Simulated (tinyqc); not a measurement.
# Leakage through a gate insulator: direct, Fowler-Nordheim, trap-assisted and Poole-Frenkel currents, step by step

A worked calculation. Computed by tinyqc, a small Python program that keeps every step. Command: `OMP_NUM_THREADS=1 python tinyqc.py 3005856 3005857 out.jsonl oxideleak walk`. One thread of a shared host (Intel(R) Xeon(R) Processor @ 2.30GHz), about 0.01 s of CPU time with the checks. Intermediate numbers are printed to about 6 digits and carried at full precision; extremes and crossings named in words are read from the listed rows.

Electrons enter from the cathode Fermi level at x = 0; the conduction band of the insulator lies phi_b - e F x above it, F = V/t. WKB exponents use a parabolic band with mass m.

Inputs (values chosen for the exercise, with an insulator like Si3N4):
```
quantity                          value   unit
thickness t                         4.7     nm
barrier phi_b                       2.1     eV
tunnelling mass m                  0.42    m_0
static constant eps_ox             6.99      -
optical constant eps_opt           4.13      -
voltage across the insulator V      3.3      V
trap depth phi_t                    1.5     eV
trap density N_t                4.6e+18  cm^-3
attempt rate nu_0                 1e+12    1/s
activation of capture E_a         0.064     eV
temperature T                       400      K
```

Constants: hbar^2/(2 m_0) = 3.80998212 eV angstrom^2; e = 1.602176634e-19 C; hbar = 1.054571817e-34 J s; k_B = 8.617333262e-05 eV/K; eps_0 = 8.8541878128e-12 F/m.

## Field and tunnelling without traps

For a level a distance phi(x) below the band, the WKB exponent is 2 int kappa dx with kappa = sqrt(m phi/(hbar^2/2m_0)); for a linear barrier from phi_1 down to phi_2 = max(phi_1 - e F d, 0) it is G = (4/3) sqrt(m/(hbar^2/2m_0)) (phi_1^(3/2) - phi_2^(3/2))/(e F). J_tun = e^3 F^2/(16 pi^2 hbar m phi_b) x exp(-G) / [1 - sqrt(phi_2/phi_b)]^2 with the free-electron mass in the cathode (m in m_0), phi_2 = max(phi_b - e V, 0): direct tunnelling for e V < phi_b, Fowler-Nordheim above. Image forces, back-flow and the limit on supply are left out, so J_tun is overstated below about 0.5 V. Equivalent oxide thickness = 3.9 t/eps_ox.

field F = 7.02128 MV/cm

equivalent oxide thickness = 2.62232 nm

WKB exponent G = 19.1873

tunnelling current J_tun = 0.400251 A/cm^2

The barrier is a triangle 2.99 nm long: Fowler-Nordheim tunnelling.

## One trap at several depths

A trap at depth x lies phi_t below the band. Capture: tunnel at the cathode Fermi level from 0 to x (G_in from phi_1 = phi_b), rate nu_0 exp(-G_in - E_c/k_B T) with E_c = E_a + max(phi_b - phi_t - e F x, 0), the last term being the height of the trap above the cathode Fermi level. Emission: tunnel from the trap level to the anode (G_out from phi_1 = phi_t over t - x), rate nu_0 exp(-G_out - E_a/k_B T). Re-emission to the cathode follows from detailed balance, rate_back = rate_in exp(dE/k_B T) with dE = phi_b - phi_t - e F x. Each trap passes R = rate_in rate_out/(rate_in + rate_back + rate_out) electrons per second; filling from the anode is left out. Depths: t times 0.08, 0.2, 0.32, 0.44, 0.56, 0.68, 0.8 and 0.92, rounded to 0.01 nm.

Rates:
```
x (nm)     G_in    G_out  E_c (eV)  rate in (1/s)  rate back (1/s)  rate out (1/s)      R (1/s)
0.38     3.5379  11.5830  0.397191    2.87805e+05      4.54073e+09     1.45607e+06  9.22547e+01
0.94     8.2923  11.5830  0.064000    3.91150e+07      6.86083e+06     1.45607e+06  1.20076e+06
1.50    12.4345  11.5830  0.064000    6.21444e+05      1.21183e+00     1.45607e+06  4.35553e+05
2.07    15.9091  11.5830  0.064000    1.92479e+04      3.40379e-07     1.45607e+06  1.89967e+04
2.63    18.3831  11.5196  0.064000    1.62171e+03      3.18829e-13     1.55140e+06  1.62002e+03
3.20    19.1873   9.7000  0.064000    7.25570e+02      1.29362e-18     9.57179e+06  7.25515e+02
3.76    19.1873   6.7290  0.064000    7.25570e+02      1.43817e-23     1.86755e+08  7.25568e+02
4.32    19.1873   2.9487  0.064000    7.25570e+02      1.59888e-28     8.18560e+09  7.25570e+02
```

The most effective of these traps sits at 0.94 nm, 20 % of the way; where rate back exceeds rate out, re-emission drains the trap, and elsewhere the slower forward step limits R.

## Trap-assisted current

J_TAT = e N_t int_0^t R dx by the midpoint rule on 400 intervals; the most effective depth is the midpoint with the largest R, rounded to 0.01 nm.

trap-assisted current J_TAT = 0.0577663 A/cm^2

most effective depth = 1.03 nm

## Poole-Frenkel bound

Poole-Frenkel emission over the lowered barrier of a charged trap: lowering sqrt(e F/(pi eps_opt eps_0)); J_PF = e N_t^(2/3) nu_0 exp(-(phi_t - lowering)/k_B T), one sheet of traps emitting with supply unlimited (an upper bound).

barrier lowering = 0.989553 eV

Poole-Frenkel bound J_PF = 0.164133 A/cm^2

Caution: the film is too thin for the Poole-Frenkel picture (the lowering is a large part of the whole drop, or the traps are further apart than the film is thick), so J_PF is only nominal.

## Total without and with traps

J = J_tun + J_TAT (the Poole-Frenkel bound is not added); the ratio J/J_tun is the excess that stress-made traps add.

total current J = 0.458017 A/cm^2

J/J_tun = 1.14433

## Against voltage

The formulas are those given above.

Currents:
```
V (V)  F (MV/cm)  J_tun (A/cm^2)  J_TAT (A/cm^2)  best depth (nm)
0.56      1.1915     6.49315e-11     2.67724e-10             2.17
1.14      2.4255     2.11474e-09     1.97676e-06             2.26
1.72      3.6596     1.24038e-07     5.74664e-05             1.99
2.29      4.8723     4.07138e-05     5.38037e-04             1.52
2.87      6.1064     1.70835e-02     1.15984e-02             1.19
3.44      7.3191     9.49628e-01     8.91431e-02             0.98
4.02      8.5532     1.84598e+01     3.87629e-01             0.84
4.59      9.7660     1.70166e+02     1.14461e+00             0.73
5.17     11.0000     1.01469e+03     2.72412e+00             0.64
```

The larger current changes between 2.29 and 2.87 V (to J_tun). Over the range J_tun grows by 13.2 decades and J_TAT by 10.0. The highest rows may lie beyond breakdown.

## Against thickness at fixed field

The formulas are those given above.

Currents:
```
t (nm)    V (V)  J_tun (A/cm^2)  J_TAT (A/cm^2)
1.2     0.84255     5.68112e+04         1.11544
1.6     1.12340     1.73775e+03         0.98843
2.2     1.54468     2.30474e+01         0.38453
3.0     2.10638     4.00251e-01         0.07880
4.0     2.80851     4.00251e-01         0.05773
5.5     3.86170     4.00251e-01         0.05781
7.5     5.26596     4.00251e-01         0.05792
10.0    7.02128     4.00251e-01         0.05805
```

Between the first rows J_tun falls by 3.79 decades per nm. From t = phi_b/(e F) = 2.99 nm it stops changing, since a triangular barrier does not feel the thickness. J_TAT stays below J_tun at all these thicknesses.

Checks made by the program: the WKB exponent by quadrature (relative difference 6e-08); the integral with twice the points (relative difference 6e-07).
